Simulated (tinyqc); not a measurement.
# Segment and feed resistance from two drops

Inverse problem. A rail is fed at one end through Rq; K loads of Ij follow, each after a segment Rs. The drop at load j is K Ij Rq + Rs Ij sum_(l=1..j) (K - l + 1). Find Rs, Rq and the worst drop, at the middle, if the rail were fed through Rq at both ends: K Ij Rq/2 + Rs Ij K^2/8 with the load taken as continuous.

Parameters, values chosen for the exercise:
- K = 16 (number of equal loads)
- Ij = 0.85 mA (current of each load)

drops at the first and at the last load (mV): 7.48  47.26

Answer. The difference of the two drops is Rs Ij K (K - 1)/2, which gives Rs; the first drop then gives Rq.

Rs = 0.390 ohm
Rq = 0.160 ohm
drop at the middle with two feeds = 11.7 mV

Computed by the program tinyqc: `OMP_NUM_THREADS=1 python tinyqc.py 2770169 2770170 out.jsonl`, one thread of a shared Intel Xeon 2.30GHz, about 0.1 s for the whole run.
